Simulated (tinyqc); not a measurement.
From results to parameters: Luttinger model of the valence bands. Computed by the program tinyqc.

Problem. In the four-band Luttinger model 1/m = g1 -/+ 2 g2 along [100] and g1 -/+ 2 g3 along [111]. Find g1, g2, g3 and the light hole mass along [111].

heavy and light hole masses along [100] (electron masses): 0.144509  0.064103
heavy hole mass along [111] = 0.403226 electron masses

Solution. The mean of the two inverse masses along [100] is g1 and a quarter of their difference is g2; g3 = (g1 - 1/m_hh[111])/2.

g1, g2, g3: 11.2600  2.1700  4.3900
light hole mass along [111] = 0.050 electron masses
